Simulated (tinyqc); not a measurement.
Hubbard ring of 4 sites, step by step. One step of it, computed by the program tinyqc.

Question. Mean-field iteration 3. H(up) = T + U n(down), H(down) = T + U n(up); fill the lowest levels; n(new) = n + mixing (n(out) - n); E = tr T (rho up + rho down) + U sum n_up n_down of the output.

one-body matrix (hopping and site energies) (eV), lower triangle:
```
           1          2          3         4
1   0.690000
2  -1.960000  -0.550000
3   0.000000  -1.960000  -0.380000
4  -1.960000   0.000000  -1.960000  0.360000
```

U = 6.800000 eV

electrons, up and down: 1  1

mixing = 1

n(up) after iteration 2: 1 0.226184, 2 0.169339, 3 0.359466, 4 0.245011

n(down) after iteration 2: 1 0.229606, 2 0.361953, 3 0.163758, 4 0.244683

Give: levels, up; levels, down; energy; n(up) after iteration 3; n(down) after iteration 3.

Answer.

levels, up (eV): -2.2792  1.5093  1.9677  5.7222

levels, down (eV): -2.2911  1.3401  2.1461  5.7249

energy = -6.1052 eV

n(up) after iteration 3: 1 0.1685, 2 0.2311, 3 0.3811, 4 0.2192

n(down) after iteration 3: 1 0.2067, 2 0.3940, 3 0.2225, 4 0.1769
